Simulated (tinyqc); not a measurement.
Luttinger-Kohn k.p, four valence bands, step by step. One step of it, computed by the program tinyqc.

Problem. Levels at k. Diagonalise the Hermitian matrix.

H(k) at k (eV), order 3/2, 1/2, -1/2, -3/2:
$$\begin{pmatrix}
0.202827 & -0.019884+0.028223i & 0.029468+0.097212i & 0.000000 \\
-0.019884-0.028223i & 0.107377 & 0.000000 & 0.029468+0.097212i \\
0.029468-0.097212i & 0.000000 & 0.107377 & 0.019884-0.028223i \\
0.000000 & 0.029468-0.097212i & 0.019884+0.028223i & 0.202827
\end{pmatrix}$$

Give: eigenvalues.

Solution.

eigenvalues (eV): [0.038, 0.038, 0.273, 0.273]
